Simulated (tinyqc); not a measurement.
# Density of surface states from the Kelvin-probe reading

Problem. n-type bulk, xi = Ec - EF = Vt ln(Nc/Nd), p0 = ni^2/Nd, ni = sqrt(Nc Nv) exp(-Eg/(2 Vt)), Eg in volts. b is the upward band bending, u = b/Vt. Space charge per area, in units of q: Qc = sign(b) sqrt((2 eps0 eps_r Vt/q) [(Nd + dn)(exp(-u) - 1) + Nd u + (p0 + dn)(exp(u) - 1)]), with dn the excess density under light (flat quasi-Fermi levels; 0 in the dark). The states hold -Ds (E0 - xi - b): negative while the Fermi level lies above the neutrality level. Neutrality: Qc + Qf + (charge of the states) = 0. Work function chi + xi + b; contact potential difference CPD = (work function of the sample) - pt. Find b, Qc and Ds.

Values chosen for this exercise; band and dielectric values close to those of silicon:
- T = 300 K (temperature)
- Eg = 1.14 eV (band gap)
- eps_r = 11.5 (relative permittivity)
- Nc = 2.86e19 cm^-3 (conduction-band density of states at T)
- Nv = 2.69e19 cm^-3 (valence-band density of states at T)
- chi = 4.04 eV (electron affinity)
- Nd = 3.7e17 cm^-3 (donor density)
- Qf = 0 cm^-2 (fixed positive charge at the surface)
- pt = 5.25 eV (work function of the probe tip)
- E0 = 0.56 eV (depth of their neutrality level below the conduction edge)

Constants: q = 1.602176634e-19 C, kB = 1.380649e-23 J/K, Vt = kB T/q, eps0 = 8.8541878128e-14 F/cm where lengths are in cm. Results are converted to the units shown.

CPD = -908.06696 mV

Answer. The CPD gives b, b gives Qc, and neutrality gives Ds.

b = 0.1895 V
Qc = 8.774e11 cm^-2
Ds = 3.400e12 cm^-2 eV^-1

Program tinyqc, `OMP_NUM_THREADS=1 python tinyqc.py 2430036 2430037 out.jsonl`; Intel Xeon 2.30GHz, shared host, one thread, about 0.01 s.
